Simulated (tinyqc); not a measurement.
Worked calculation: empirical pseudopotential in a few plane waves. One step of it, computed by the program tinyqc.

Problem. Bloch Hamiltonian at G. Basis: the 15 shortest G (labels in 2 pi/a), the same at every k. H(G,G') = c |k + G|^2 delta + VS(|G-G'|^2) cos((G-G').tau) + i VA sin((G-G').tau), tau = a/8 (1,1,1); 1 Ry = 13.605693 eV.

Parameters chosen for this model: fcc lattice, atoms at +/- a/8 (1,1,1); form factors in rydberg at |G|^2 in units of (2 pi/a)^2:
```
parameter                 value      unit
a                      6.000000  angstrom
VS(3)                 -0.224000        Ry
VS(8)                  0.033000        Ry
VS(11)                 0.036000        Ry
VA(3)                  0.121000        Ry
VA(4)                  0.098000        Ry
VA(11)                 0.025000        Ry
hbar^2/2m (2 pi/a)^2   4.178113        eV
```

k point G (2 pi / a): [0, 0, 0]

Give: H(k) at G.

Solution.

H(k) at G (eV):
```
               +0+0+0         -1-1-1         -1-1+1         -1+1-1
+0+0+0          0.000   2.155+1.164i  -2.155+1.164i  -2.155+1.164i
-1-1-1   2.155-1.164i         12.534   0.000-1.333i   0.000-1.333i
-1-1+1  -2.155-1.164i   0.000+1.333i         12.534          0.449
-1+1-1  -2.155-1.164i   0.000+1.333i          0.449         12.534
-1+1+1  -2.155+1.164i         -0.449   0.000+1.333i   0.000+1.333i
+1-1-1  -2.155-1.164i   0.000+1.333i          0.449          0.449
+1-1+1  -2.155+1.164i         -0.449   0.000+1.333i          0.000
+1+1-1  -2.155+1.164i         -0.449          0.000   0.000+1.333i
+1+1+1   2.155+1.164i          0.000         -0.449         -0.449
-2+0+0   0.000-1.333i  -2.155+1.164i  -2.155-1.164i  -2.155-1.164i
+0-2+0   0.000-1.333i  -2.155+1.164i  -2.155-1.164i   0.346-0.241i
+0+0-2   0.000-1.333i  -2.155+1.164i   0.346-0.241i  -2.155-1.164i
+0+0+2   0.000+1.333i  -0.346-0.241i   2.155+1.164i  -0.346+0.241i
+0+2+0   0.000+1.333i  -0.346-0.241i  -0.346+0.241i   2.155+1.164i
+2+0+0   0.000+1.333i  -0.346-0.241i  -0.346+0.241i  -0.346+0.241i

               -1+1+1         +1-1-1         +1-1+1         +1+1-1
+0+0+0  -2.155-1.164i  -2.155+1.164i  -2.155-1.164i  -2.155-1.164i
-1-1-1         -0.449   0.000-1.333i         -0.449         -0.449
-1-1+1   0.000-1.333i          0.449   0.000-1.333i          0.000
-1+1-1   0.000-1.333i          0.449          0.000   0.000-1.333i
-1+1+1         12.534          0.000          0.449          0.449
+1-1-1          0.000         12.534   0.000-1.333i   0.000-1.333i
+1-1+1          0.449   0.000+1.333i         12.534          0.449
+1+1-1          0.449   0.000+1.333i          0.449         12.534
+1+1+1   0.000+1.333i         -0.449   0.000+1.333i   0.000+1.333i
-2+0+0   2.155-1.164i   0.346-0.241i  -0.346-0.241i  -0.346-0.241i
+0-2+0  -0.346-0.241i  -2.155-1.164i   2.155-1.164i  -0.346-0.241i
+0+0-2  -0.346-0.241i  -2.155-1.164i  -0.346-0.241i   2.155-1.164i
+0+0+2  -2.155+1.164i  -0.346+0.241i  -2.155+1.164i   0.346+0.241i
+0+2+0  -2.155+1.164i  -0.346+0.241i   0.346+0.241i  -2.155+1.164i
+2+0+0   0.346+0.241i   2.155+1.164i  -2.155+1.164i  -2.155+1.164i

               +1+1+1         -2+0+0         +0-2+0         +0+0-2
+0+0+0   2.155-1.164i   0.000+1.333i   0.000+1.333i   0.000+1.333i
-1-1-1          0.000  -2.155-1.164i  -2.155-1.164i  -2.155-1.164i
-1-1+1         -0.449  -2.155+1.164i  -2.155+1.164i   0.346+0.241i
-1+1-1         -0.449  -2.155+1.164i   0.346+0.241i  -2.155+1.164i
-1+1+1   0.000-1.333i   2.155+1.164i  -0.346+0.241i  -0.346+0.241i
+1-1-1         -0.449   0.346+0.241i  -2.155+1.164i  -2.155+1.164i
+1-1+1   0.000-1.333i  -0.346+0.241i   2.155+1.164i  -0.346+0.241i
+1+1-1   0.000-1.333i  -0.346+0.241i  -0.346+0.241i   2.155+1.164i
+1+1+1         12.534  -0.346-0.241i  -0.346-0.241i  -0.346-0.241i
-2+0+0  -0.346+0.241i         16.712          0.449          0.449
+0-2+0  -0.346+0.241i          0.449         16.712          0.449
+0+0-2  -0.346+0.241i          0.449          0.449         16.712
+0+0+2  -2.155-1.164i         -0.449         -0.449          0.000
+0+2+0  -2.155-1.164i         -0.449          0.000         -0.449
+2+0+0  -2.155-1.164i          0.000         -0.449         -0.449

               +0+0+2         +0+2+0         +2+0+0
+0+0+0   0.000-1.333i   0.000-1.333i   0.000-1.333i
-1-1-1  -0.346+0.241i  -0.346+0.241i  -0.346+0.241i
-1-1+1   2.155-1.164i  -0.346-0.241i  -0.346-0.241i
-1+1-1  -0.346-0.241i   2.155-1.164i  -0.346-0.241i
-1+1+1  -2.155-1.164i  -2.155-1.164i   0.346-0.241i
+1-1-1  -0.346-0.241i  -0.346-0.241i   2.155-1.164i
+1-1+1  -2.155-1.164i   0.346-0.241i  -2.155-1.164i
+1+1-1   0.346-0.241i  -2.155-1.164i  -2.155-1.164i
+1+1+1  -2.155+1.164i  -2.155+1.164i  -2.155+1.164i
-2+0+0         -0.449         -0.449          0.000
+0-2+0         -0.449          0.000         -0.449
+0+0-2          0.000         -0.449         -0.449
+0+0+2         16.712          0.449          0.449
+0+2+0          0.449         16.712          0.449
+2+0+0          0.449          0.449         16.712
```
